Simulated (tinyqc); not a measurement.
From E_F at growth back to shift s of the chemical potential: self-consistent Fermi level with native defects, at growth and after a quench. Computed by tinyqc, a small Python program. Command: `OMP_NUM_THREADS=1 python tinyqc.py 3027959 3027960 out.jsonl scfermi inv`. One thread of a shared host (Intel(R) Xeon(R) Processor @ 2.30GHz), about 0.08 s of CPU time with the checks.

Energies are counted from the top of the valence band (VBM); when the gap shrinks with temperature the conduction band moves and the levels stay. D and A draw on one reservoir with opposite signs, as the two vacancies of a compound do.

Inputs (values chosen for the exercise, with bands modelled on GaP):
```
quantity                                value   unit
gap E_g at 300 K                         2.29     eV
slope -dE_g/dT above 300 K            0.00047   eV/K
electron mass m_e                         0.5    m_0
valleys M_c                                 3      -
hole mass m_h                           0.809    m_0
E_f of the neutral native donor D       1.809     eV
E_f of the neutral native acceptor A    2.458     eV
site density N_s                      2.1e+22  cm^-3
growth temperature T_g                   1350      K
```

Added shallow dopant: none.

levels of D above the VBM, most positive state first (eV): 1.73

levels of A above the VBM, (0/-1) first (eV): 0.737

Constants: m_0 = 9.1093837015e-31 kg; k_B = 1.380649e-23 J/K; h = 6.62607015e-34 J s; k_B = 8.617333262e-05 eV/K.

Method:
- E_f(D, 0) = input + s and E_f(A, 0) = input - s; E_f(q, E_F = 0) follows from the levels, eps(q/q-1) = E_f(q - 1) - E_f(q) at E_F = 0.
- E_g(T) = E_g - slope x max(0, T - 300 K).
- N_c = 2 M_c (2 pi m_e k_B T/h^2)^(3/2) and N_v = 2 (2 pi m_h k_B T/h^2)^(3/2), masses in units of m_0.
- At growth T = T_g.
- n = N_c F_1/2((E_F - E_g)/k_B T), p = N_v F_1/2(-E_F/k_B T).
- F_1/2(eta) = (2/sqrt(pi)) int_0^infinity sqrt(x)/(1 + exp(x - eta)) dx, by the trapezoid rule in t = sqrt(x) with step 0.02 up to t = 12 (for eta < -12 by exp(eta) - exp(2 eta)/2^(3/2)).
- In equilibrium c_q = N_s exp(-(E_f(q, 0) + q E_F)/k_B T).
- Net charge = p - n + sum q c_q; the log ratio is ln(positive charge/negative charge).
- E_F is the root of the log ratio, by 50 bisections between -0.5 eV and E_g + 0.5 eV.

Task: A run gave the result below. Find the shift s of the chemical potential, known to lie between 0.057 and 0.17 eV.

E_F at growth = 1.069503 eV

Result:

Each step takes the trial c = (a f_b - b f_a)/(f_b - f_a), f being the result less the target and a, b, c the logarithms of the listed values; c replaces end b, the old b replaces a if the sign of f changed, and otherwise f_a is halved.

Scan of the range:
```
shift s of the chemical potential (eV)  E_F at growth (eV)
0.0570                                             1.08857
0.0684                                             1.08302
0.0820                                             1.07642
0.0984                                             1.06849
0.1180                                             1.05906
0.1420                                             1.04761
0.1700                                             1.03441
```

False position (Illinois rule, in the logarithm of the input) inside the bracket:
```
step      end a      end b      trial  E_F at growth (eV)
1     0.0820000  0.0984000  0.0961241             1.06958
2     0.0984000  0.0961241  0.0962889             1.06950
3     0.0984000  0.0962889  0.0962924             1.06950
4     0.0962889  0.0962924  0.0962907             1.06950
```

E_F at growth falls at every point of a 13-point scan of the range (every second point is shown), so one value fits; it is bracketed by 0.0820 and 0.0984. Answer: shift s of the chemical potential = 0.09629 eV.
